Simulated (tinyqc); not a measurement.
Metal-interlayer-semiconductor contact, depinning against tunnelling resistance: one step of the calculation.

Zero bias, n-type semiconductor. Gap states at the semiconductor surface thin out as exp(-be ti), which unpins the barrier; electrons must then cross the interlayer (a rectangular barrier, no voltage drop across it) and the parabolic depleted layer, both by WKB. Energies E are counted from the Fermi level; no image force, parabolic bands.

Question. Pinning, barrier and scales. S = 1/(1 + (1/S0 - 1) exp(-be ti)); phiB = S (phiM - chi) + (1 - S)(Eg - E0); xi = Ec - EF deep inside, from Nd = Nc F(-xi/Vt), F(x) = (2/sqrt(pi)) int_0^infinity sqrt(u) du/(1 + exp(u - x)); band bending U = phiB - xi; E00 = (hbar/2) sqrt(Nd/(eps0 eps_r mt m0)) in volts; A = 4 pi q mA m0 kB^2/h^3.

Values chosen for this exercise; semiconductor values close to those of gallium arsenide; interlayer mass of the order of that in silicon nitride, offset chosen freely: temperature T = 300 K; band gap Eg = 1.39 eV; relative permittivity eps_r = 13; electron affinity chi = 3.95 eV; conduction-band density of states at T Nc = 4.4e17 cm^-3; tunnelling mass in the semiconductor mt = 0.0687 m0; Richardson mass mA = 0.0649 m0; donor density Nd = 5.8e17 cm^-3; charge-neutrality level above the valence band E0 = 0.52 eV; pinning factor without interlayer S0 = 0.1; metal work function phiM = 4.08 eV; interlayer thickness ti = 0.5 nm; decay constant of gap states through the interlayer be = 2.7 1/nm.

Constants: q = 1.602176634e-19 C, kB = 1.380649e-23 J/K, eps0 = 8.8541878128e-12 F/m, hbar = 1.054571817e-34 J s, h = 6.62607015e-34 J s, m0 = 9.1093837015e-31 kg, Vt = kB T/q. Results are converted to the units shown.

Find: S; phiB; xi; U; E00; A.

Answer.

S = 0.3000
phiB = 0.6480 eV
xi = -0.01898 eV
U = 0.6670 eV
E00 = 0.01496 eV
A = 7.799 A/(cm^2 K^2)

Program tinyqc, `OMP_NUM_THREADS=1 python tinyqc.py 2270119 2270120 out.jsonl`; Intel Xeon 2.30GHz, shared host, one thread, about 0.03 s.
